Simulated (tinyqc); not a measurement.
Keating valence-force model of a tetrahedral crystal: one step, computed by the program tinyqc. Command: `OMP_NUM_THREADS=1 python tinyqc.py 3015166 3015167 out.jsonl keating walk`. One thread of a shared host (Intel(R) Xeon(R) Processor @ 2.30GHz), about 0.02 s of CPU time with the checks.

Atom A sits at 0 and atom B at a/4 (1,1,1) of an fcc lattice; the four bonds from A are t = a/4 (1,1,1), a/4 (1,-1,-1), a/4 (-1,1,-1), a/4 (-1,-1,1), of length d = sqrt(3) a/4. Energy: E = (3 alpha/(8 d^2)) sum over bonds (r.r - d^2)^2 + (3 beta/(8 d^2)) sum over pairs of bonds at one atom (r_i.r_j + d^2/3)^2, with beta_A for the six pairs at A and beta_B for the six at B. The cell holds two atoms, Omega = a^3/4. 1 N/m = 1 J/m^2.

Problem. Dynamical matrix at q. With displacements u exp(i q.r), each bracket changes by g.u, where g = (g_A, g_B): bond t, g = (-2 t, 2 t exp(i q.t)); pair (i, j) at A, g = (-(t_i + t_j), t_i exp(i q.t_j) + t_j exp(i q.t_i)); pair at B, g = (-t_i exp(-i q.t_j) - t_j exp(-i q.t_i), t_i + t_j). Then D_mn = sum over the 4 bonds and 12 pairs of (4 k/a^2) conj(g_m) g_n / sqrt(M_m M_n), with k = alpha or beta converted to eV/angstrom^2. Only the short-range forces enter; the Coulomb field of the charges is left out.

Inputs (values chosen for the exercise, for a model crystal):

| quantity | value | unit |
|---|---|---|
| mass M_A | 18.2 | u |
| mass M_B | 35 | u |
| bond stretching alpha | 36.8 | N/m |
| bond bending beta_A | 3.5 | N/m |
| bond bending beta_B | 4.44 | N/m |

Structure: zinc blende.

wave vector q (2 pi/a): 0.9  0.36  0

Constants: 1 eV/angstrom^2 = 16.02176634 J/m^2.

Give: D(q).

Solution.

D(q) (eV/(angstrom^2 u)), lower triangle (Hermitian):
```
                  A x               A y               A z               B x
A x           0.60162
A y           0.00426           0.55969
A z  0.00000-0.02688i  0.00000-0.00270i           0.57633
B x          -0.05327           0.17187  0.00000+0.02722i           0.30818
B y           0.17187          -0.05327  0.00000+0.27082i           0.00175
B z  0.00000+0.02722i  0.00000+0.27082i          -0.05327  0.00000+0.01102i

                  B y      B z
B y           0.29099
B z  0.00000+0.00111i  0.29781
```
